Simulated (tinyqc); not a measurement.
Circuit elements from the admittance matrix.

Inverse problem. Y belongs to a common-source circuit with y11 = i w (Cgs + Cgd), y12 = -i w Cgd, y21 = gm - i w Cgd, y22 = gds + i w (Cgd + Cd) and a resistance Rg in series with the gate; w = 2 pi f. Find Rg, Cgs + Cgd, Cgd, gm, gds and Cd.

Inputs (values chosen for the exercise):

| symbol | value | unit | meaning |
|---|---|---|---|
| f | 0.1 | GHz | signal frequency |

Y with Rg (mS):
```
,1,2
1,0.00000091890+0.00551694794i,-0.00000023024-0.00138230073i
2,0.03139204937-0.00138752941i,0.00043954983+0.00483936275i
```

Solution. 1/Y11 = Rg + 1/(i w (Cgs + Cgd)) gives Rg; removing it from Z11 returns the inner y, whose parts are read off.

Rg = 30.19 ohm
Cgs + Cgd = 8.780 fF
Cgd = 2.200 fF
gm = 0.03139 mS
gds = 4.395e-4 mS
Cd = 5.500 fF

Computed by the program tinyqc: `OMP_NUM_THREADS=1 python tinyqc.py 2150109 2150110 out.jsonl`, one thread of a shared Intel Xeon 2.30GHz, about 0.01 s for the whole run.
